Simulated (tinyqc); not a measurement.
Binding against position: donor or exciton in a quantum well (variational effective-mass method). Computed by tinyqc, a small Python program. Command: `OMP_NUM_THREADS=1 python tinyqc.py 3010178 3010179 out.jsonl welldonor walk`. One thread of a shared host (Intel(R) Xeon(R) Processor @ 2.30GHz), about 0.03 s of CPU time with the checks.

H = -nabla^2 - 2/|r - r_i| + V(z) in effective units; trial function psi = f(z) exp(-|r - r_i|/lambda), f the ground state of the well. Mass and screening are the same in well and barrier; l = L/a* is the width in effective units. Bands are flat: no polarisation or applied field.

Inputs (values chosen for the exercise, for a model semiconductor): electron mass m = 0.221 m_0; dielectric constant eps = 12.5; well width L = 6 nm.

Centre: donor. Barriers: infinite.

Constants: Ry = 13.605693123 eV; a_0 = 0.529177210903 angstrom.

Method:
- Ry* = Ry m/eps^2, a* = a_0 eps/m; l = L/a*.
- k = pi/l; f = cos(k z) inside and zero outside; subband energy k^2 Ry*.
- Binding E_b(lambda) = -1/lambda^2 + 4 A/(lambda B), with A = int f^2 exp(-2 s/lambda) dz, B = int f^2 exp(-2 s/lambda)(1 + 2 s/lambda) dz and s = |z - z_i|; 40 Gauss-Legendre points on each piece between the walls at z = -l/2 and l/2 and z_i.
- Each row maximises over lambda (golden section, 0.3 to 4).

l = 2.00462

Ry* = 19.2439 meV

Against position:

| z_i/L | lambda (a*) | binding (Ry*) | binding (meV) |
|---|---|---|---|
| 0.0 | 0.9452 | 1.7662 | 33.988 |
| 0.1 | 0.9608 | 1.6991 | 32.697 |
| 0.2 | 1.0223 | 1.5094 | 29.046 |
| 0.3 | 1.1726 | 1.2468 | 23.994 |
| 0.4 | 1.4275 | 1.0024 | 19.290 |
| 0.5 | 1.7045 | 0.8301 | 15.974 |

What does the comparison show, and why?

From the centre to the wall the binding falls from 33.988 to 15.974 meV, 47 % of the centre value, since the walls keep the electron away from an off-centre ion; uniform doping thus gives a band of levels 18.014 meV wide, with a peak in its density at the centre value, where the slope vanishes.

Extremes, crossings and ranges named in words are read from the listed rows.
